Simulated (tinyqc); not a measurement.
# Minority carriers and saturation current of a heavily doped emitter: what changes with what

n-type, parabolic bands, full ionisation. eta = (EF - Ec)/kB T solves N = Nc F12(eta), F12(x) = (2/sqrt(pi)) int_0^infinity sqrt(u)/(1 + exp(u - x)) du. The gap shrinks rigidly by dEg = a3 y^(1/3) + a4 y^(1/4) + a2 y^(1/2), y = N/1e18 cm^-3, an empirical law that is here taken as the true narrowing.

Values chosen for this exercise; band and dielectric values close to those of silicon:
- T = 300 K (temperature)
- Eg = 1.13 eV (band gap)
- Nc = 2.84e19 cm^-3 (conduction-band density of states at 300 K)
- Nv = 2.65e19 cm^-3 (valence-band density of states at 300 K)
- N = 2.2e19 cm^-3 (ionised donor density)
- a3 = 15 meV (coefficient of (N/1e18)^(1/3))
- a4 = 8.7 meV (coefficient of (N/1e18)^(1/4))
- a2 = 1.3 meV (coefficient of (N/1e18)^(1/2))
- mup = 160 cm^2/(V s) (minority-hole mobility)
- Cn = 2e-31 cm^6/s (Auger coefficient)
- ts = 3.3 us (defect lifetime)
- W = 260 nm (emitter width)
- S = 6900 cm/s (recombination velocity at the contact)

Constants: q = 1.602176634e-19 C, kB = 1.380649e-23 J/K, Vt = kB T/q. Results are converted to the units shown.

Each table varies one quantity; the others keep the values above.

## Approximations to the Fermi level

With u = N/Nc: Boltzmann ln u; Joyce-Dixon ln u + 0.353553 u - 4.95009e-3 u^2 + 1.48386e-4 u^3 - 4.42563e-6 u^4; degenerate limit (3 sqrt(pi) u/4)^(2/3). The Einstein ratio is D/(mu Vt) = F12/Fm, Fm(x) = dF12/dx = (1/sqrt(pi)) int_0^infinity u^(-1/2)/(1 + exp(u - x)) du.

Approximations to the Fermi level:
```
N (cm^-3)      N/Nc       eta  Boltzmann  Joyce-Dixon  degenerate  D/(mu Vt)
1.2e18     0.042254   -3.1491    -3.1641      -3.1491     0.14667     1.0149
2.6e18     0.091549   -2.3586    -2.3909      -2.3586     0.24558     1.0323
5.5e18      0.19366   -1.5734    -1.6416      -1.5734     0.40469     1.0681
1.1e19      0.38732  -0.81229   -0.94849     -0.81229     0.64240     1.1355
2.4e19      0.84507   0.12699   -0.16834      0.12699      1.0807     1.2920
5e19         1.7606    1.1735    0.56563       1.1735      1.7628     1.5940
1.1e20       3.8732    2.6569     1.3541       2.6569      2.9818     2.2432
2.2e20       7.7465    4.5446     2.0472       4.5420      4.7333     3.3006
4.6e20       16.197    7.6302     2.7848       7.5387      7.7396     5.2374
9.7e20       34.155    12.662     3.5309       9.7215      12.727     8.5291
```

Boltzmann is within 0.1 of eta up to N/Nc = 0.19, Joyce-Dixon within 0.01 up to 7.7, and the degenerate limit is off by 0.065 in the last row. The Einstein ratio rises from 1.01 to 8.53: degenerate carriers diffuse faster for the same mobility.

## Effect of the doping

ni = sqrt(Nc Nv) exp(-Eg/(2 Vt)), Eg in volts; degeneracy factor g = F12(eta) exp(-eta); nie^2 = ni^2 exp(dEg/kB T) g, p0 = nie^2/N; apparent narrowing dEg + kB T ln g. 1/tau = Cn N^2 + 1/ts, D = mup Vt, L = sqrt(D tau); J0 = (q p0 D/L)(s + tanh(W/L))/(1 + s tanh(W/L)), s = S L/D; the share recombining inside is 1 - 1/[cosh(W/L)(1 + tanh(W/L)/s)]. The mobility is held fixed.

Results:
```
N (cm^-3)  apparent narrowing (meV)  p0 (cm^-3)  L (nm)  J0 (fA/cm^2)  share inside (%)
6e17                         21.122      295.18   33210        313.20           0.14417
1.3e18                       26.725      169.20   25402        179.71           0.24618
2.8e18                       33.671      102.78   14868        109.67           0.71520
5.9e18                       41.928      67.129  7545.5        73.073            2.7213
2.7e19                       63.010      33.155  1682.6        54.335            36.090
5.8e19                       73.809      23.438  783.91        85.732            72.517
1.2e20                       80.430      14.635  378.96        162.46            92.290
2.7e20                       75.705      5.4177  168.43        195.54            98.780
```

Estimate the missing row, N = 1.3e19 cm^-3.

Computed row:
```
N (cm^-3)  apparent narrowing (meV)  p0 (cm^-3)  L (nm)  J0 (fA/cm^2)  share inside (%)
1.3e19                       52.320      45.539  3482.7        54.444            11.615
```

With this row back in the table: The apparent narrowing goes from 21.1 through a maximum of 80.4 (at N = 1.2e20 cm^-3 among the rows listed) to 75.7 meV. p0 goes as N^(-0.72) between the first two rows and N^(-1.23) between the last two (-1 without narrowing or degeneracy), and J0 goes from 313 through a minimum of 54.3 (at N = 2.7e19 cm^-3 among the rows listed) to 196 fA/cm^2. Past the minimum Auger recombination shortens L faster than p0 falls.

## Effect of the contact

Same model as above.

Results:
```
S (cm/s)  J0 (fA/cm^2)  share inside (%)
80              15.010            96.937
340             16.489            88.170
1500            23.030            62.901
6200            48.598            29.390
26000           142.12            9.5273
1.1e5           386.30            3.0028
4.8e5           698.80            1.3046
8.8e6           910.51           0.81657
```

Estimate the missing row, S = 2.1e6 cm/s.

Computed row:
```
S (cm/s)  J0 (fA/cm^2)  share inside (%)
2.1e6           862.23           0.90677
```

With this row back in the table: J0 rises from 15.0 to 911 fA/cm^2, between the limits q p0 (D/L) tanh(W/L) = 14.6 and q p0 (D/L) coth(W/L) = 927; W/L = 0.13, so passivating the contact can gain at most a factor of 63.7.

Range of the model: Band tails, non-parabolic bands and incomplete ionisation are left out.

Program tinyqc, `OMP_NUM_THREADS=1 python tinyqc.py 2330157 2330158 out.jsonl`; Intel Xeon 2.30GHz, shared host, one thread, about 0.01 s.
